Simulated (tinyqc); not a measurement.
Worked calculation: lattice vibrations of a chain. One step of it, computed by the program tinyqc.

Problem. Frequencies. omega^2 are the eigenvalues; wavenumber = 521.4708 sqrt(eigenvalue) 1/cm.

D(q) (eV/(angstrom^2 u)), lower triangle (Hermitian):
```
                     1                    2          3          4
1             2.913907
2            -0.501727             1.211864
3  -0.188726-0.096161i            -1.363371   4.658333
4  -3.123188-4.298699i  -0.301922-0.153837i  -5.021454  28.500000
```

Give: eigenvalues; wavenumbers; weights |e|^2 of the mass-weighted modes.

Solution.

eigenvalues: 0.0907  2.0449  4.6620  30.4864

wavenumbers (1/cm): 157.1  745.7  1125.9  2879.3

weights |e|^2 of the mass-weighted modes:
```
        mode 1  mode 2  mode 3  mode 4
atom 1  0.2200  0.6201  0.1258  0.0341
atom 2  0.5703  0.3223  0.1074  0.0000
atom 3  0.1811  0.0275  0.7567  0.0347
atom 4  0.0285  0.0302  0.0101  0.9312
```
